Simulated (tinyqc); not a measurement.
Deep-level transient spectroscopy (DLTS) of one majority-carrier trap. From one set of inputs to another, one input at a time. Computed by tinyqc, a small Python program. Command: `OMP_NUM_THREADS=1 python tinyqc.py 3023973 3023974 out.jsonl dlts ladder`. One thread of a shared host (Intel(R) Xeon(R) Processor @ 2.30GHz), about 0.1 s of CPU time with the checks.

A filling pulse loads the traps in a one-sided junction; under reverse bias they empty at the rate e, and the capacitance relaxes as C(t) = C_0 - dC exp(-e t). The signal is S = [C(t_2) - C(t_1)]/dC.

The inputs printed are set A. Inputs not listed in the table keep their values of set A, so the rows need not describe a real material.

Inputs (values chosen for the exercise, with mass and screening modelled on GaN): density-of-states mass m = 1.4 m_0; valleys M = 1; trap depth E_t = 0.356 eV; cross-section sigma_0 = 9e-16 cm^2; degeneracy ratio g = 0.5; gate time t_1 = 0.0002 s; ratio t_2/t_1 = 10; temperature T = 168 K; doping N = 3e+16 cm^-3; trap density N_t = 2.3e+14 cm^-3; dielectric constant eps = 9.43; built-in voltage V_b = 1.4 V; reverse bias V_r = 5.2 V; diode area = 0.002 cm^2.

Carriers: holes. Extra term: none.

Constants: k_B = 8.617333262e-05 eV/K; k_B = 1.380649e-23 J/K; m_0 = 9.1093837015e-31 kg; h = 6.62607015e-34 J s; eps_0 = 8.8541878128e-12 F/m; e = 1.602176634e-19 C.

Method:
- e = g sigma v N_b exp(-E/k_B T), v = sqrt(3 k_B T/m), N_b = 2 M (2 pi m k_B T/h^2)^(3/2), sigma = sigma_0, E = E_t.
- S(e) = exp(-e t_1) - exp(-e t_2) peaks at the rate window e_0 = ln(t_2/t_1)/(t_2 - t_1).
- T_p solves e(T) = e_0 (bisection between 15 and 1500 K); the half-height points solve S = S_max/2 on either side.
- t_1 is scaled by 0.1, 0.3, 1, 3, 10 and 30 at fixed t_2/t_1; each T_p by bisection.
- Least squares of ln(e_0/T_p^2) on 1/(k_B T_p): slope -E_a, intercept ln(gamma sigma_a) with gamma = v N_b/T^2 = sqrt(3 k_B/m) 2 M (2 pi m k_B/h^2)^(3/2). For comparison, the slope of ln e_0 alone.
- W = sqrt(2 eps eps_0 (V_b + V_r)/(e N)), C_0 = eps eps_0 area/W. The pulse goes to zero bias, W_0 = W(V_r = 0). Traps within lambda = sqrt(2 eps eps_0 (E_t - E_F)/(e^2 N)) of the depletion edge stay filled, with E_F = k_B T_p ln(N_b/N) from the band, N_b = 2 M (2 pi m k_B T_p/h^2)^(3/2) (dopants taken as fully ionised). dC = C_0 (N_t/2N) f, f = [(W - lambda)^2 - max(W_0 - lambda, 0)^2]/W^2. The simple estimate is 2 N dC/C_0.

Each row keeps all changes above it:
```
input moved                        from       to  apparent depth E_a (eV)  transient amplitude dC (fF)  C_0 (pF)
set A                                 -        -                  0.35600                        78.82    34.873
doping N (cm^-3)                  3e+16  3.6e+14                  0.35600                       772.10     3.820
cross-section sigma_0 (cm^2)      9e-16  2.9e-15                  0.35600                       762.90     3.820
trap depth E_t (eV)               0.356    0.276                  0.27600                       785.76     3.820
ratio t_2/t_1                        10        2                  0.27600                       792.68     3.820
trap density N_t (cm^-3)        2.3e+14  9.9e+11                  0.27600                         3.41     3.820
density-of-states mass m (m_0)      1.4    0.376                  0.27600                         3.35     3.820
gate time t_1 (s)                0.0002   0.0009                  0.27600                         3.31     3.820
```

Apparent depth E_a goes from 0.356 to 0.276, a factor 0.775 in all. The largest single move comes from trap depth E_t (a factor 0.775). Transient amplitude dC goes from 78.8 to 3.31, a factor 0.0420 in all. The largest single move comes from trap density N_t (a factor 0.00430), and doping N works against it (a factor 9.80). C_0 goes from 34.9 to 3.82, a factor 0.110 in all. The largest single move comes from doping N (a factor 0.110). The single moves hold for this order of the switches; the total does not depend on the order.

Caution (rows doping N, cross-section sigma_0, trap depth E_t, ratio t_2/t_1): N_t is not very small against the doping, so the transient is not exactly a single exponential.

Extremes, crossings and ranges named in words are read from the listed rows.
